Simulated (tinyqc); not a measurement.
Width and zero-phonon weight against temperature: configuration-coordinate model of a defect: Huang-Rhys factor and luminescence line shape. Computed by tinyqc, a small Python program. Command: `OMP_NUM_THREADS=1 python tinyqc.py 3030322 3030323 out.jsonl ccline walk`. One thread of a shared host (Intel(R) Xeon(R) Processor @ 2.30GHz), about 0.02 s of CPU time with the checks.

Ground state E_g(Q) = (1/2) omega_g^2 Q^2; excited state E_e(Q) = E_0 + (1/2) omega_e^2 (Q - dQ)^2 with omega_e = omega_g and E_0 = E_ZPL. Q is mass-weighted; the dipole does not depend on Q (Condon approximation).

Inputs (values chosen for the exercise, for a model defect in a wide-gap host): zero-phonon energy E_ZPL = 1.97 eV; displacement dQ = 0.347 u^(1/2) angstrom; ground-state phonon hbar omega_g = 48.5 meV.

Modes: equal frequencies in both states.

Constants: hbar^2/u = 4.18015928e-03 eV angstrom^2; k_B = 8.617333262e-05 eV/K.

Method:
- S = hbar omega dQ^2/(2 hbar^2/u) for each state; relaxation energy S hbar omega; absorption at E_0 + S_e hbar omega_e, emission at E_0 - S_g hbar omega_g; the Stokes shift is their difference.
- Overlaps <m_e|n_g> of harmonic-oscillator functions (Hermite recursion, positive leading coefficients) by a sum over an even grid (700 points from x = -9 to 9 + d for the small table, 1500 points from -16 to 16 + d for the thermal sums), with x = Q sqrt(omega_g/hbar), d = sqrt(2 S_g) and frequency ratio omega_e/omega_g.
- Initial levels m = 0..24 carry Boltzmann weights exp(-m hbar omega_e/k_B T), normalised; final levels n = 0..79; a line lies at E_ZPL + m hbar omega_e - n hbar omega_g with weight w_m <m|n>^2. Moments are taken over these weights without the E^3 factor; FWHM = 2 sqrt(2 ln 2) x standard deviation; the zero-phonon weight is the sum of w_m <m|m>^2.
- For comparison: FWHM(0) sqrt(coth(hbar omega_e/2 k_B T)) with FWHM(0) from the first row, and exp(-S_g coth(hbar omega_e/2 k_B T)).

S_g = 0.698518

Against temperature:
```
T (K)  mean energy (eV)  FWHM (eV)  coth law (eV)  zero-phonon weight  exp(-S coth)
28               1.9361    0.09545        0.09545             0.49732       0.49732
84               1.9361    0.09557        0.09557             0.49677       0.49647
170              1.9361    0.09900        0.09900             0.48078       0.47169
280              1.9361    0.10923        0.10923             0.43635       0.40066
450              1.9361    0.12815        0.12815             0.36733       0.28395
680              1.9361    0.15251        0.15251             0.30174       0.16810
960              1.9361    0.17879        0.17879             0.25307       0.08623
```

The width grows by a factor 1.87, flat while k_B T is well below hbar omega and as sqrt(T) above; for equal frequencies the coth law is exact. The mean energy stays fixed, as it must for equal frequencies. The zero-phonon weight goes from 0.497 to 0.253; the single exponential assumes equal frequencies, leaves out lines that absorb and emit the same number of phonons, and falls to 0.0862.
